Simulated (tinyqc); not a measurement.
# Minority carriers and saturation current of a heavily doped emitter: what changes with what

n-type, parabolic bands, full ionisation. eta = (EF - Ec)/kB T solves N = Nc F12(eta), F12(x) = (2/sqrt(pi)) int_0^infinity sqrt(u)/(1 + exp(u - x)) du. The gap shrinks rigidly by dEg = a3 y^(1/3) + a4 y^(1/4) + a2 y^(1/2), y = N/1e18 cm^-3, an empirical law that is here taken as the true narrowing.

Values chosen for this exercise; band and dielectric values those of a made-up semiconductor:
```
symbol,value,unit,meaning
T,250,K,temperature
Eg,1.14,eV,band gap
Nc,1.61e19,cm^-3,conduction-band density of states at 250 K
Nv,1.59e19,cm^-3,valence-band density of states at 250 K
a3,18.7,meV,coefficient of (N/1e18)^(1/3)
a4,2.6,meV,coefficient of (N/1e18)^(1/4)
a2,4.9,meV,coefficient of (N/1e18)^(1/2)
mup,180,cm^2/(V s),minority-hole mobility
Cn,1.8e-31,cm^6/s,Auger coefficient
ts,0.23,us,defect lifetime
W,1500,nm,emitter width
S,44000,cm/s,recombination velocity at the contact
```

Constants: q = 1.602176634e-19 C, kB = 1.380649e-23 J/K, Vt = kB T/q. Results are converted to the units shown.

Each table varies one quantity; the others keep the values above.

## Approximations to the Fermi level

With u = N/Nc: Boltzmann ln u; Joyce-Dixon ln u + 0.353553 u - 4.95009e-3 u^2 + 1.48386e-4 u^3 - 4.42563e-6 u^4; degenerate limit (3 sqrt(pi) u/4)^(2/3). The Einstein ratio is D/(mu Vt) = F12/Fm, Fm(x) = dF12/dx = (1/sqrt(pi)) int_0^infinity u^(-1/2)/(1 + exp(u - x)) du.

Approximations to the Fermi level:
```
N (cm^-3),N/Nc,eta,Boltzmann,Joyce-Dixon,degenerate,D/(mu Vt)
1.1e18,0.068323,-2.6594,-2.6835,-2.6594,0.20205,1.0241
2.3e18,0.14286,-1.8955,-1.9459,-1.8955,0.33039,1.0503
5e18,0.31056,-1.0601,-1.1694,-1.0601,0.55444,1.1089
1.1e19,0.68323,-0.14163,-0.38092,-0.14163,0.93785,1.2371
2.3e19,1.4286,0.85206,0.35667,0.85206,1.5335,1.4861
4.9e19,3.0435,2.1470,1.1130,2.1470,2.5390,1.9955
1e20,6.2112,3.8612,1.8264,3.8603,4.0851,2.8987
2.2e20,13.665,6.7866,2.6148,6.7460,6.9102,4.6960
4.8e20,29.814,11.553,3.3950,9.9715,11.624,7.7985
```

Read the table: what changes, and by how much?

Boltzmann is within 0.1 of eta up to N/Nc = 0.14, Joyce-Dixon within 0.01 up to 6.2, and the degenerate limit is off by 0.072 in the last row. The Einstein ratio rises from 1.02 to 7.80: degenerate carriers diffuse faster for the same mobility.

## Effect of the doping

ni = sqrt(Nc Nv) exp(-Eg/(2 Vt)), Eg in volts; degeneracy factor g = F12(eta) exp(-eta); nie^2 = ni^2 exp(dEg/kB T) g, p0 = nie^2/N; apparent narrowing dEg + kB T ln g. 1/tau = Cn N^2 + 1/ts, D = mup Vt, L = sqrt(D tau); J0 = (q p0 D/L)(s + tanh(W/L))/(1 + s tanh(W/L)), s = S L/D; the share recombining inside is 1 - 1/[cosh(W/L)(1 + tanh(W/L)/s)]. The mobility is held fixed.

Effect of the doping:
```
N (cm^-3),apparent narrowing (meV),p0 (cm^-3),L (nm),J0 (fA/cm^2),share inside (%)
3e17,16.985,0.019593,9426.5,0.052148,2.6885
6.4e17,22.058,0.011623,9364.9,0.030943,2.7231
1.4e18,28.884,0.0072942,9082.7,0.019443,2.8906
3e18,37.463,0.0050692,8060.9,0.013589,3.6447
6.4e18,48.240,0.0039185,5752.0,0.010773,6.9428
1.4e19,61.888,0.0033754,3128.2,0.010371,20.478
3e19,77.187,0.0032043,1526.8,0.014057,54.244
6.5e19,92.875,0.0030634,712.04,0.026646,89.110
1.4e20,104.20,0.0024056,331.33,0.045104,99.409
```

The apparent narrowing rises from 17.0 to 104 meV. p0 goes as N^(-0.69) between the first two rows and N^(-0.32) between the last two (-1 without narrowing or degeneracy), and J0 goes from 0.0521 through a minimum of 0.0104 (at N = 1.4e19 cm^-3 among the rows listed) to 0.0451 fA/cm^2. Past the minimum Auger recombination shortens L faster than p0 falls.

Range of the model: Band tails, non-parabolic bands and incomplete ionisation are left out.

Numbers from tinyqc (`OMP_NUM_THREADS=1 python tinyqc.py 2330169 2330170 out.jsonl`; about 0.01 s on one thread of a shared Intel Xeon 2.30GHz).
